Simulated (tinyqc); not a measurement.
# Abrupt p-n junction, non-linear Poisson equation by Newton steps: effect of the band gap

One dimension, p side on the left, n side on the right; net doping C = -Na for x < 0 and +Nd for x > 0. The potential psi is counted from the intrinsic level, and the quasi-Fermi potentials are flat: 0 for holes and -V for electrons, so n = ni exp((psi + V)/Vt) and p = ni exp(-psi/Vt) (Boltzmann statistics, full ionisation, no current).

ni = sqrt(Nc Nv) exp(-Eg/(2 Vt)), Eg in volts. Depletion approximation: Vbi = Vt ln(Na Nd/ni^2), W = sqrt(2 eps0 eps_r (Vbi - V)(1/Na + 1/Nd)/q), xp = W Nd/(Na + Nd), xn = W Na/(Na + Nd), peak field 2 (Vbi - V)/W, capacitance eps0 eps_r/W. Exact first integral for an abrupt junction with thick neutral sides: psi_p = -Vt ln(Na/ni), psi_n = Vt ln(Nd/ni) - V, psi_j = (Nd psi_n + Na psi_p - Vt (Nd - Na))/(Na + Nd) at the junction, n_j = ni exp((psi_j + V)/Vt), p_j = ni exp(-psi_j/Vt), and E_j^2 = (2 q/(eps0 eps_r)) [Nd (psi_n - psi_j - Vt) + Vt (n_j + p_j)] (minority densities of the neutral sides neglected).

Parameters, values chosen for the exercise; band and dielectric values close to those of indium phosphide: temperature T = 300 K; relative permittivity eps_r = 12.5; conduction-band density of states at T Nc = 5.73e17 cm^-3; valence-band density of states at T Nv = 1.12e19 cm^-3; acceptor density of the p side Na = 1.2e18 cm^-3; donor density of the n side Nd = 2.1e17 cm^-3; bias of the p side against the n side V = 0 V.

Constants: q = 1.602176634e-19 C, kB = 1.380649e-23 J/K, Vt = kB T/q, eps0 = 8.8541878128e-14 F/cm where lengths are in cm. Results are converted to the units shown.

The same in every row: share of W on the n side (%) = 85.11.

Results:
```
Eg (eV)  ni (cm^-3)  Vbi (V)  W (nm)  peak field, depletion (kV/cm)  peak field, exact (kV/cm)
0.7        3.342e12   0.6163   69.02                          178.6                      171.3
1.09        1.770e9    1.006   88.20                          228.2                      222.3
1.86          603.1    1.776   117.2                          303.2                      298.7
2.24         0.3877    2.156   129.1                          334.0                      330.0
2.63       2.054e-4    2.546   140.3                          363.0                      359.3
3.01       1.321e-7    2.926   150.4                          389.1                      385.7
3.4       6.998e-11    3.316   160.1                          414.2                      411.0
```

Estimate the missing row, Eg = 1.47 eV.

Computed row:
```
Eg (eV)  ni (cm^-3)  Vbi (V)  W (nm)  peak field, depletion (kV/cm)  peak field, exact (kV/cm)
1.47        1.138e6    1.386   103.5                          267.8                      262.8
```

With this row back in the table: ni falls from 3.34e12 to 7.00e-11 cm^-3, and Vbi follows the gap one to one, staying 0.0837 V below it (Vt ln(Nc Nv/(Na Nd))). W rises from 69.0 to 160 nm and the exact peak field rises from 171 to 411 kV/cm. W goes as the square root of Vbi - V, the exact field as (Vbi - V)^(0.52) on average. The depletion field is 4.3 % above the exact one in the first row and 0.79 % above it in the last.

Computed by the program tinyqc: `OMP_NUM_THREADS=1 python tinyqc.py 2000031 2000032 out.jsonl`, one thread of a shared Intel Xeon 2.30GHz, about 0.01 s for the whole run.
